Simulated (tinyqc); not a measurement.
Length of a polyene: Hueckel, PPP and singles CI along the polyenes. Computed by the program tinyqc. 

All-trans chains of carbon centres 1.40 angstrom apart:
```
parameter,value
"beta (eV), times 1 +/- alternation",-2.130000
alternation,0.040000
W (eV),11.160000
gamma_rr (eV),10.320000
repulsion formula,MN
```

Hueckel uses the same beta without repulsion; CIS keeps all single excitations and so misses the low, doubly excited 2Ag state. W is the valence ionisation energy of a centre, MN the Mataga-Nishimoto formula, f the oscillator strength.

Gaps and excitations (eV):
```
centres,Hueckel gap,PPP orbital gap,bright singlet (CIS),f,lowest triplet (CIS)
2,4.430,9.582,7.015,0.601,1.846
4,2.835,7.427,4.977,0.974,1.091
6,2.108,6.337,4.013,1.377,0.754
8,1.697,5.679,3.440,1.759,0.571
10,1.434,5.241,3.059,2.116,0.459
12,1.251,4.932,2.788,2.452,0.385
14,1.117,4.703,2.587,2.770,0.333
```

The Hueckel gap tends to 4 x alternation x |beta| = 0.34 eV for long chains. Exchange opens the PPP orbital gap, and the attraction of electron and hole brings the bright state 2.12 eV below it at 14 centres; the triplet lies 2.25 eV lower still.
